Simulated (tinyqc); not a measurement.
Superjunction drift layer against a plain one, charge balance: one step of the calculation.

Alternating n and p pillars of equal width wp, doping N and length Lp. When depleted, the lateral field peaks at Ex = q N wp/(2 eps0 eps_r) at the pillar junctions and a uniform vertical field Ey is added; breakdown is taken where Ex^2 + Ey^2 = Ef^2. Only the n pillars conduct, narrowed by the zero-bias depletion. A first-order model: the field peaks at the pillar ends are left out.

Question. Design of the pillars. Ex = a Ef gives N = 2 eps0 eps_r a Ef/(q wp); Ey = Ef sqrt(1 - a^2); Lp = BV/Ey; xd = sqrt(eps0 eps_r Vb/(q N)) on each side; Rsp = 2 Lp/(q mu(N) N (1 - 2 xd/wp)). mu(N) = mi + (mx - mi)/(1 + (N/Nr)^0.9).

Parameters, values chosen for the exercise; values close to those of 4H silicon carbide:
```
symbol,value,unit,meaning
eps_r,9.98,,relative permittivity of the semiconductor
mx,950,cm^2/(V s),mobility at low doping
mi,40.9,cm^2/(V s),mobility at high doping
Nr,2e17,cm^-3,reference doping of the mobility
BV,5700,V,wanted breakdown voltage
wp,1,um,width of each pillar
Ef,2.3,MV/cm,critical field inside the pillars
a,0.64,,lateral peak field as a share of Ef
Vb,2.8,V,built-in voltage of the pillar junctions
```

Constants: q = 1.602176634e-19 C, eps0 = 8.8541878128e-14 F/cm where lengths are in cm. Results are converted to the units shown.

Give: N; Ey; Lp; xd; Rsp.

Answer.

N = 1.624e17 cm^-3
Ey = 1.767 MV/cm
Lp = 32.25 um
xd = 0.09752 um
Rsp = 0.5726 mohm cm^2

The pillars have an aspect ratio of 32.3. Their doping is 77.5 times, and their Rsp 0.0328 times, that of the plain layer.

Computed by the program tinyqc: `OMP_NUM_THREADS=1 python tinyqc.py 2590024 2590025 out.jsonl`, one thread of a shared Intel Xeon 2.30GHz, about 0.01 s for the whole run.
